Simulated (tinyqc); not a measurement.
Admittance spectroscopy and thermally stimulated current of one trap level in a depletion layer: one step, computed by the program tinyqc. Command: `OMP_NUM_THREADS=1 python tinyqc.py 3113817 3113818 out.jsonl admit walk`. One thread of a shared host (Intel(R) Xeon(R) Processor @ 2.30GHz), about 0.01 s of CPU time with the checks.

A Schottky junction on n-type material holds one donor-like electron trap; shallow donors are fully ionised and abrupt depletion edges are assumed.

Task: The capacitance step. With E_c - E_F = k_B T_p ln(N_c/N): lambda = sqrt(2 eps eps_0 (E_t - (E_c - E_F))/(e^2 N)); traps are empty and charged for x < x_t = w - lambda, and V_b = e (N w^2 + N_t x_t^2)/(2 eps eps_0). High frequency: C_hf = eps eps_0/w. Low frequency: C_lf = eps eps_0 (N + N_t)/(N w + N_t x_t).

Inputs (values chosen for the exercise, modelled on n-type 4H-SiC):
```
quantity                         value    unit
dielectric constant eps           9.85       -
shallow doping N               3.9e+16  1/cm^3
trap density N_t               9.2e+15  1/cm^3
trap depth E_t below the band    0.463      eV
band bending V_b                   1.7       V
```

E_c - E_F = k_B T_p ln(N_c/N) = 0.3431433 eV

Constants: eps_0 = 8.8541878128e-12 F/m; e = 1.602176634e-19 C.

Give: lambda; depletion width w; crossing point x_t; C_hf; C_lf; step (C_lf - C_hf)/C_hf; small-N_t estimate (N_t/N)(lambda/w).

Result:

lambda = 57.84 nm

depletion width w = 205.7 nm

crossing point x_t = 147.8 nm

C_hf = 42.40 nF/cm^2

C_lf = 44.81 nF/cm^2

step (C_lf - C_hf)/C_hf = 0.05673

small-N_t estimate (N_t/N)(lambda/w) = 0.06634

Reading N_t/N straight from the step would give 0.0567 against the true 0.236: the factor lambda/w must be known.
